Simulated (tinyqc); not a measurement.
Worked calculation: RKS/BLYP in the sto-3g basis, for BeH2, spin multiplicity 1. One step of it, computed by the program tinyqc.

Question. Iteration 2: DIIS coefficients. Solve [B -1; -1 0][c; lambda] = [0; -1] for the coefficients, which sum to one.

B (overlaps of the stored error matrices):
```
                1               2
1   7.1336140e-02  -1.3896519e-02
2  -1.3896519e-02   6.9983284e-03
```

Give: DIIS coefficients.

Answer.

DIIS coefficients: 0.197  0.803
